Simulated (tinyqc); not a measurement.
Gamma, L and X subbands of a thin body with non-parabolic valleys: sweeps and comparisons. A value that a table varies takes the place of the one given here.

Hard walls, flat band, c = hbar^2/2m0, energies from the bulk Gamma edge. For a valley at angle theta to the normal 1/m_z = cos^2/ml + sin^2/mt and m_d = sqrt(ml mt^2/m_z). Subband n starts at E_v + e with e (1 + a e) = c (n pi/t)^2/m_z, and its density-of-states mass is taken as m_d (1 + 2 a e), without further growth at higher in-plane energy. Groups are named by valley and degeneracy.

n_i = g m/(2 pi c) kB T ln(1 + exp((EF - E_i)/kB T)), sum n_i = Ns (1e12/cm^2 = 1e-4/angstrom^2), c = hbar^2/2m0. Quantum capacitance Cq = 1602.176634 sum g m/(2 pi c) f_i in microfarad/cm^2 with f_i = 1/(1 + exp((E_i - EF)/kB T)); Cox = 34.5313/eot (one gate); C/Cox = Cq/(Cq + Cox), the centroid term left out.

Constants: hbar^2/2m0 = 3.80998211 eV angstrom^2; kB = 8.617333262e-05 eV/K.

Values chosen for the exercise (near those of a thin GaSb channel; the results hold for these values, not for the real material): face = 110 (surface); mG = 0.0383 m0 (Gamma mass); aG = 1.14 1/eV (Gamma non-parabolicity); EL = 0.046 eV (L edge above Gamma); mL = (1.277, 0.097) m0 (L valleys (four, along <111>): ml, mt); EX = 0.306 eV (X edge above Gamma); mX = (1.536, 0.221) m0 (X valleys (three, along <100>): ml, mt); aS = 0.32 1/eV (non-parabolicity of L and X); Ns = 3.8 x 1e12/cm^2 (sheet density); T = 300 K (temperature); eot = 14 angstrom (equivalent oxide thickness); ts = (18, 24, 30, 40, 55, 75, 110) angstrom (thicknesses); t = 76 angstrom (body thickness); Nl = (0.5, 1, 2, 4, 7, 11, 16) x 1e12/cm^2 (sheet densities).

## Thinning the body

Lowest edge of each valley type, the lowest group, the Gamma share and C/Cox, with n = 1 to 8 of all groups.

Results:

| t (angstrom) | Gamma (eV) | L (eV) | X (eV) | lowest | Gamma share (%) | C/Cox |
|---|---|---|---|---|---|---|
| 18 | 1.250 | 0.453 | 0.582 | L2 | 0.0 | 0.877 |
| 24 | 0.860 | 0.286 | 0.467 | L2 | 0.0 | 0.873 |
| 30 | 0.633 | 0.203 | 0.411 | L2 | 0.0 | 0.871 |
| 40 | 0.416 | 0.136 | 0.366 | L2 | 0.0 | 0.871 |
| 55 | 0.252 | 0.094 | 0.338 | L2 | 0.0 | 0.878 |
| 75 | 0.149 | 0.072 | 0.323 | L2 | 0.5 | 0.888 |
| 110 | 0.075 | 0.058 | 0.314 | L2 | 2.6 | 0.895 |

From 110 down to 18 angstrom Gamma rises by 1.17 eV, L by 0.39 and X by 0.27 eV, the light Gamma mass moving most. L2 stays lowest throughout. The Gamma share goes from 3 % to 0 %. C/Cox is 0.89 and 0.88 at the ends and lies between 0.87 and 0.89. Hard walls overstate the rise in the thinnest rows.

## Raising the sheet density

Fixed thickness, n = 1 to 8 of all groups; the gate overdrive above the lowest edge is (EF - E_lowest)/e + 0.1602177 Ns/Cox in volts.

Results:

| Ns (1e12/cm^2) | EF - lowest (eV) | Gamma share (%) | Cq | C/Cox | overdrive (V) |
|---|---|---|---|---|---|
| 0.5 | -0.067 | 0.5 | 3.01 | 0.550 | -0.034 |
| 1.0 | -0.048 | 0.5 | 5.87 | 0.704 | 0.017 |
| 2.0 | -0.029 | 0.5 | 11.19 | 0.819 | 0.101 |
| 4.0 | -0.008 | 0.6 | 20.52 | 0.893 | 0.252 |
| 7.0 | 0.010 | 0.6 | 32.26 | 0.929 | 0.465 |
| 11.0 | 0.027 | 0.7 | 45.20 | 0.948 | 0.741 |
| 16.0 | 0.042 | 0.9 | 58.43 | 0.959 | 1.082 |

The lowest subband is L2 n=1; the light Gamma level lies 74 meV above it, lifted there by confinement. At the highest density band filling takes 0.042 V of the 1.082 V overdrive. Cq grows from 3.0 to 58.4 microfarad/cm^2 while EF moves from -0.067 to +0.042 eV against the lowest edge; the Gamma share stays near 0 %.

## What each parameter does

n = 1 to 8 of all groups. Each row changes one parameter from the base and keeps the others.

Results:

| case | lowest edge (eV) | EF (eV) | Gamma share (%) | C/Cox |
|---|---|---|---|---|
| base | 0.072 | 0.062 | 0.6 | 0.888 |
| t = 70 angstrom | 0.076 | 0.069 | 0.3 | 0.886 |
| mG = 0.044 m0 | 0.072 | 0.062 | 1.2 | 0.889 |
| aG = 0.8 1/eV | 0.072 | 0.062 | 0.4 | 0.888 |
| EL = -0.004 eV | 0.022 | 0.012 | 0.1 | 0.888 |
| Ns = 5.7 x 1e12/cm^2 | 0.072 | 0.075 | 0.6 | 0.918 |
| eot = 12 angstrom | 0.072 | 0.062 | 0.6 | 0.872 |
| T = 250 K | 0.072 | 0.071 | 0.4 | 0.900 |

The largest shifts from the base row, up to three for each result and ties (the steps differ in size, so this ranks the rows, not the parameters). lowest edge (eV): EL -0.050, t +0.005; unchanged at the printed digits by mG, aG, Ns, eot and T. EF (eV): EL -0.050, Ns +0.013, T +0.009; unchanged at the printed digits by mG, aG and eot. Gamma share (%): mG +0.6, EL -0.5, t -0.2, T -0.2; unchanged at the printed digits by Ns and eot. C/Cox: Ns +0.029, eot -0.016, T +0.012; unchanged at the printed digits by aG and EL.

Computed by tinyqc, a small Python program: `OMP_NUM_THREADS=1 python tinyqc.py 1252151 1252152 out.jsonl` (the numbers bound the seed that draws the inputs); one thread of a shared host (Intel(R) Xeon(R) Processor @ 2.30GHz), about 0.03 s for the whole set of steps.
